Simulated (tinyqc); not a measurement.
## Fermi-level pinning from two metals

Question. Cowley-Sze model with the space charge neglected: phiB = S (phiM - chi) + (1 - S)(Eg - phi0), S = 1/(1 + q Dit dl/(eps0 ei)), dl in cm. Find S, phi0 and Dit.

Inputs (values chosen for the exercise); band and dielectric values close to those of gallium arsenide: band gap Eg = 1.4 eV; electron affinity chi = 4.11 eV; thickness of the interfacial layer dl = 0.3 nm; relative permittivity of the interfacial layer ei = 1.

Constants: q = 1.602176634e-19 C, eps0 = 8.8541878128e-14 F/cm where lengths are in cm. Results are converted to the units shown.

barriers for metals with phiM = 4.31 and 5.04 eV (eV): 0.28258038  0.89883759

Answer. S is the slope of phiB against phiM; either barrier then gives phi0, and S gives Dit.

S = 0.844
phi0 = 0.670 eV
Dit = 3.40e12 cm^-2 eV^-1

Numbers from tinyqc (`OMP_NUM_THREADS=1 python tinyqc.py 2020139 2020140 out.jsonl`; about 0.06 s on one thread of a shared Intel Xeon 2.30GHz).
